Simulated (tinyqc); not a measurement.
Strain-driven roughening and islands of a mismatched epitaxial film: one step, computed by the program tinyqc. Command: `OMP_NUM_THREADS=1 python tinyqc.py 3028544 3028545 out.jsonl island walk`. One thread of a shared host (Intel(R) Xeon(R) Processor @ 2.30GHz), about 0.01 s of CPU time with the checks.

Film and substrate share isotropic elastic constants; the film is coherent and biaxially strained.

Task: Which shape at the volume V. Shallow faceted island (Tersoff form): E = 4 Gam V^(2/3) tan^(1/3)(theta) - 6 c V tan(theta), Gam = gamma [x/sin(theta) - 1/tan(theta)], x the facet energy over gamma, c = stress^2 (1 - nu)/(2 pi G). The two energies cross at V_x^(1/3) = 4 [Gam_2 t2^(1/3) - Gam_1 t1^(1/3)]/(6 c (t2 - t1)), t = tan(theta); mu = dE/dV.

Inputs (values chosen for the exercise, modelled on GaN on AlN):
```
quantity                                     value     unit
shear modulus G                                114      GPa
Poisson ratio nu                              0.19        -
surface energy gamma                          1.76    J/m^2
contact angle of the shallow shape theta_1    13.4  degrees
contact angle of the steep shape theta_2      28.1  degrees
facet energy of shape 1 over gamma           1.008        -
facet energy of shape 2 over gamma          0.9864        -
island volume V                               5400     nm^3
```

stress = 8.173096 GPa

Gam of shape 2 = 0.3896308 J/m^2

Gam of shape 1 = 0.2675082 J/m^2

c = 0.07553940 GPa

Constants: e = 1.602176634e-19 C.

Give: E of shape 1; E of shape 2; crossing volume V_x; jump of mu at V_x, shape 2 less shape 1.

Result:

E of shape 1 = -2364.9 eV

E of shape 2 = -5727.6 eV

crossing volume V_x = 90.186 nm^3

jump of mu at V_x, shape 2 less shape 1 = -44.677 MJ/m^3

At V the steep shape is lower. At V_x the chemical potential drops, so islands that have turned steep grow at the cost of the shallow ones. Caution: the shallow-slope form overstates the relaxation of facets steeper than about 25 degrees.
